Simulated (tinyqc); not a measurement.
From one set of inputs to another, one input at a time: velocity overshoot from momentum and energy balance equations after a field step. Computed by tinyqc, a small Python program. Command: `OMP_NUM_THREADS=1 python tinyqc.py 3015499 3015500 out.jsonl overshoot ladder`. One thread of a shared host (Intel(R) Xeon(R) Processor @ 2.30GHz), about 0.06 s of CPU time with the checks.

At t = 0 the field jumps from 0 to F in a uniform sample. v is the drift velocity and u = w - (3/2) k_B T the excess energy per carrier.

The inputs printed are set A. Set A is modelled on electrons in silicon except for tau_E; the values taken over come from a set modelled on electrons in 4H-SiC except for tau_E. Inputs not listed in the table keep their values of set A, so the rows need not describe a real material.

Inputs (values chosen for the exercise, modelled on electrons in silicon except for tau_E): effective mass m = 0.27 m_0; low-field mobility mu_0 = 1500 cm^2/(V s); saturation velocity v_s = 0.97 1e7 cm/s; energy relaxation time tau_E = 0.32 ps; field after the step F = 53 kV/cm; lattice temperature T = 300 K; time step dt = 3.2 fs.

Scheme: implicit in the damping.

Constants: m_0 = 9.1093837015e-31 kg; e = 1.602176634e-19 C; k_B = 8.617333262e-05 eV/K.

Method:
- dv/dt = e F/m - v/tau_m(u), du/dt = e F v - u/tau_E, tau_m(u) = tau_0/(1 + c u), tau_0 = m mu_0/e, c = mu_0/(e tau_E v_s^2); this choice gives the steady state v (1 + mu_0 F v/v_s^2) = mu_0 F, which saturates at v_s. Steady velocity v = 2 mu_0 F/(1 + sqrt(1 + 4 (mu_0 F/v_s)^2)); u = e F v tau_E; carrier temperature T + 2u/(3 k_B), neglecting the drift energy m v^2/2.
- Step: v_new = (v + dt e F/m)/(1 + dt/tau_m(u)), u_new = (u + dt e F v_new)/(1 + dt/tau_E). Start v = u = 0; the distance adds dt (v + v_new)/2.
- Run to 8 times the larger of tau_E and tau_0, but at most 20001 steps, and stop early if |v| > 1000 v_s or u < -1/(2c); the run is accepted if the last v is within 0.5 % of the steady value.

Each row keeps all changes above it:
```
input moved                           from    to  peak velocity (1e7 cm/s)  peak over steady velocity  steady velocity (1e7 cm/s)
set A                                    -     -                    1.9823                     2.1721                      0.9126
field after the step F (kV/cm)          53   150                    2.9771                     3.1361                      0.9493
energy relaxation time tau_E (ps)     0.32  0.41                    3.2041                     3.3751                      0.9493
saturation velocity v_s (1e7 cm/s)    0.97   1.9                    4.8309                     2.6522                      1.8215
effective mass m (m_0)                0.27  0.35                    4.4954                     2.4680                      1.8215
low-field mobility mu_0 (cm^2/(V s))  1500   900                    4.1591                     2.3484                      1.7710
```

Peak velocity goes from 1.98 to 4.16, a factor 2.10 in all. The largest single move comes from saturation velocity v_s (a factor 1.51), and low-field mobility mu_0 works against it (a factor 0.925). Peak over steady velocity goes from 2.17 to 2.35, a factor 1.08 in all. The largest single move comes from field after the step F (a factor 1.44), and saturation velocity v_s works against it (a factor 0.786). Steady velocity goes from 0.913 to 1.77, a factor 1.94 in all. The largest single move comes from saturation velocity v_s (a factor 1.92). The single moves hold for this order of the switches; the total does not depend on the order.

Caution (rows energy relaxation time tau_E, saturation velocity v_s, effective mass m, low-field mobility mu_0): the excess energy exceeds 0.5 eV, where non-parabolicity, upper valleys and impact ionisation matter.

Extremes, crossings and ranges named in words are read from the listed rows.
